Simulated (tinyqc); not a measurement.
Inside a calculation: Koster-Slater impurity in an sp3s* host. Values are carried at full precision from step to step, so a last printed digit may differ when a step is redone from the rounded ones.

sp3s* tight binding, nearest neighbours only: anion (a) at 0, cation (c) at a/4 (1,1,1), orbitals s, px, py, pz, s* on each; k in units of 2 pi/a. With phases e_j = exp(i (pi/2) k.n_j) for n = (1,1,1), (1,-1,-1), (-1,1,-1), (-1,-1,1): g0 = (e1+e2+e3+e4)/4, g1 = (e1+e2-e3-e4)/4, g2 = (e1-e2+e3-e4)/4, g3 = (e1-e2-e3+e4)/4. The diagonal holds the levels Esa, Epa, Exa (s*) and Esc, Epc, Exc. Anion-cation block: <sa|sc> = Vss g0; <sa|xc> = Vsapc g1; <xa|sc> = -Vscpa g1; <xa|xc> = Vxx g0; <xa|yc> = <ya|xc> = Vxy g3, <xa|zc> = <za|xc> = Vxy g2, <ya|zc> = <za|yc> = Vxy g1; <s*a|xc> = Vxapc g1; <xa|s*c> = -Vpaxc g1; y and z take g2 and g3 in place of g1; s-s* and s*-s* vanish.

Inputs chosen for the exercise (out of a larger set: near a published set for GaP; not measured data): p = (-8.081, 1.126, -2.187, 4.087, 8.481, 7.203, -7.501, 2.157, 5.176, 4.279, 6.297, 4.668, 5.091) eV (order Esa, Epa, Esc, Epc, Exa, Exc, Vss, Vxx, Vxy, Vsapc, Vscpa, Vxapc, Vpaxc); N = 6 (mesh); V = 27.9 eV (shift of the s level).

## The gap of the host

Gaps from the top of the valence band to Gamma, to the minimum on (x,0,0) from 0.5 to 1, and to L; the smallest is Eg.

top of the valence band on the scale of the parameters = -0.0097 eV

gaps (eV): Gamma 2.9348, Delta 2.3243, L 2.3953

Eg (smallest gap of the host) = 2.32431 eV

## Where the weight lies

A defect on an anion site (a) shifts the s level there by Vs or the three p levels by Vp and leaves the rest. A level in the gap solves 1/Vs = G_s(E) (symmetry A1) or 1/Vp = G_p(E) (T2, threefold), with G(E) = (1/N^3) sum over k and bands of w/(E - e), where w is the weight of the state on the s orbital of that site, or the mean weight on its px, py, pz. Mesh: k = f1 (-1,1,1) + f2 (1,-1,1) + f3 (1,1,-1), f = (j + 1/2)/N, j = 0 to N - 1. Energies from the top of the valence band at Gamma; the s* orbital of the site is left as it is. An infinite shift removes the s or p orbitals, the model of the ideal vacancy: G(E) = 0.

For each band: mean energy over the mesh and summed weights; each column of weights adds to one.

Bands:
```
band  mean energy (eV)  s weight  p weight
1              -10.884    0.7256    0.0108
2               -6.056    0.1222    0.1414
3               -2.169    0.0035    0.2175
4               -1.722    0.0011    0.2243
5                2.720    0.1198    0.0157
6                3.467    0.0147    0.0704
7                6.958    0.0001    0.1078
8                7.359    0.0002    0.1102
9               10.082    0.0047    0.0767
10              11.397    0.0081    0.0253
```

The filled bands hold 0.852 of the s orbital and 0.594 of each p orbital of the anion. Filled states add positive terms to G in the gap and empty ones negative terms.

## Green functions across the gap

G at nine energies E = Eg j/8.

G(E) (1/eV):
```
E (eV)       G_s       G_p
0.0000   0.04320   0.28135
0.2905   0.03386   0.19148
0.5811   0.02340   0.14701
0.8716   0.01088   0.11413
1.1622  -0.00520   0.08654
1.4527  -0.02779   0.06105
1.7432  -0.06423   0.03494
2.0338  -0.14090   0.00379
2.3243  -0.77886  -0.05594
```

Both fall with E, as dG/dE = -sum w/(E - e)^2 demands. G_s changes sign, so the vacancy has a level of this symmetry in the gap. G_p changes sign, so the vacancy has a level of this symmetry in the gap.

## A first estimate from the table

A defect that shifts the s level of its anion site by V has a level where the host Green function G_s(E) equals 1/V; E is counted from the top of the valence band. Find it by linear interpolation between the two rows that bracket it.

1/V = 0.03584 1/eV
estimated level = 0.229 eV

## The level and its weight on the defect

Solve by bisection with the full sum. The weight of the bound state on the shifted orbital is G^2/(-G'), which is also dE/dV.

level = 0.2311 eV
G'(E) = -0.03288 1/eV^2
weight on the defect orbital = 0.0391

The level lies 0.231 eV above the valence band and 2.093 eV below the conduction band. Only 3.9 % of it sits on the shifted orbital, the rest on other orbitals (the s* of the same site among them), so a shift of 1 eV moves the level by about 39 meV.

## Checks

- Sum of the s weights over all bands against one: both 1.00000.
- First moment of the s weights against the s level of the site, on the scale of the parameters: both -8.08100.

(tinyqc, `OMP_NUM_THREADS=1 python tinyqc.py 1480088 1480089 out.jsonl`, Intel(R) Xeon(R) Processor @ 2.30GHz, 1 thread, shared host, about 0.03 s.)
